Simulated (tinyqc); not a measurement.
# Frequency dispersion of an accumulation capacitance by border traps, distributed model: effects of single changes

Traps spread evenly through the insulator exchange electrons with the semiconductor by tunnelling, with tau(x) = t0 exp(2 ka x) at depth x from the interface. The admittance per area Y seen at depth x obeys dY/dx = -Y^2/(i w eps0 eox) + q Nb ln(1 + i w tau)/tau, with Y(0) = i w Cs and w = 2 pi f; the gate sees Y(tox) = G + i w C. Working variable y = Y/(i w), in uF/cm^2. Cox = eps0 eox/tox.

Inputs (values chosen for the exercise); permittivity close to that of aluminium oxide: relative permittivity of the insulator eox = 8.35; insulator thickness tox = 9.9 nm; semiconductor capacitance in accumulation Cs = 3.9 uF/cm^2; density of border traps Nb = 9.9e19 cm^-3 eV^-1; decay constant of the wave function in the insulator ka = 6.3 1/nm; time constant of a trap at the interface t0 = 2e-11 s; frequency f = 10000 Hz.

Constants: q = 1.602176634e-19 C, eps0 = 8.8541878128e-14 F/cm where lengths are in cm. Results are converted to the units shown.

Each table varies one quantity; the others keep the values above.

## Capacitance and loss against frequency

Cox; trap-free value 1/(1/Cox + 1/Cs); response depth d = ln(1/(w t0))/(2 ka), where w tau = 1; lumped estimate: all traps within d act as C_bt = q Nb d placed at d/2, so C = 1/{1/[1/(1/Cs + d/(2 eps0 eox)) + C_bt] + (tox - d/2)/(eps0 eox)}. C and G from a fine integration; dispersion -d C/d log10 f over C, from f times and over 1.1. For a broad spread of time constants G/w is close to -(pi/2) dC/d ln w.

The same in every row: trap-free C (uF/cm^2) = 0.6268.

Capacitance and loss against frequency:

| f (Hz) | d (nm) | C (uF/cm^2) | G/w (uF/cm^2) | dispersion (% a decade) | -(pi/2) dC/d ln w (uF/cm^2) | lumped C (uF/cm^2) |
|---|---|---|---|---|---|---|
| 10 | 1.627 | 0.7188 | 0.008263 | 1.685 | 0.008261 | 0.7055 |
| 100 | 1.444 | 0.7069 | 0.007914 | 1.641 | 0.007913 | 0.6959 |
| 1000 | 1.261 | 0.6956 | 0.007574 | 1.596 | 0.007573 | 0.6865 |
| 10000 | 1.078 | 0.6847 | 0.007239 | 1.550 | 0.007239 | 0.6771 |
| 1e5 | 0.8956 | 0.6744 | 0.006908 | 1.502 | 0.006908 | 0.6680 |
| 1e6 | 0.7128 | 0.6645 | 0.006579 | 1.451 | 0.006579 | 0.6590 |
| 1e7 | 0.5301 | 0.6551 | 0.006249 | 1.399 | 0.006250 | 0.6503 |

C falls from 0.7188 to 0.6551 uF/cm^2, towards the trap-free 0.6268; each decade of frequency removes ln 10/(2 ka) = 0.183 nm from the response depth. The dispersion falls from 1.68 to 1.40 % a decade and G/w falls from 0.00826 to 0.00625 uF/cm^2. G/w stays at 1.00 times -(pi/2) dC/d ln w, the relation for a broad spread of time constants.

## Effect of the density of border traps

Same model as above.

The same in every row: d (nm) = 1.078; trap-free C (uF/cm^2) = 0.6268.

Results:

| Nb (cm^-3 eV^-1) | C (uF/cm^2) | G/w (uF/cm^2) | dispersion (% a decade) | -(pi/2) dC/d ln w (uF/cm^2) | lumped C (uF/cm^2) |
|---|---|---|---|---|---|
| 1e18 | 0.6276 | 1.331e-4 | 0.03106 | 1.330e-4 | 0.6275 |
| 2e18 | 0.6284 | 2.643e-4 | 0.06159 | 2.640e-4 | 0.6282 |
| 6e18 | 0.6317 | 7.697e-4 | 0.1785 | 7.690e-4 | 0.6311 |
| 1e19 | 0.6348 | 0.001246 | 0.2875 | 0.001245 | 0.6338 |
| 3e19 | 0.6490 | 0.003257 | 0.7354 | 0.003256 | 0.6462 |
| 7e19 | 0.6717 | 0.005965 | 1.302 | 0.005965 | 0.6659 |
| 4e20 | 0.7497 | 0.01073 | 2.095 | 0.01071 | 0.7317 |

Estimate the missing row, Nb = 2e20 cm^-3 eV^-1.

Computed row:

| Nb (cm^-3 eV^-1) | C (uF/cm^2) | G/w (uF/cm^2) | dispersion (% a decade) | -(pi/2) dC/d ln w (uF/cm^2) | lumped C (uF/cm^2) |
|---|---|---|---|---|---|
| 2e20 | 0.7165 | 0.009517 | 1.945 | 0.009509 | 0.7041 |

With this row back in the table: As Nb goes from 1e18 to 4e20, C rises from 0.628 to 0.750 uF/cm^2, the dispersion rises from 0.0311 to 2.09 % a decade and G/w rises from 1.33e-4 to 0.0107 uF/cm^2. The lumped estimate is 0.016 % below C in the first row and 2.4 % below it in the last. The dispersion goes as Nb^(0.99) between the first two rows and Nb^(0.11) between the last two: dense traps near the interface screen those behind them.

Program tinyqc, `OMP_NUM_THREADS=1 python tinyqc.py 2202141 2202142 out.jsonl`; Intel Xeon 2.30GHz, shared host, one thread, about 0.6 s.
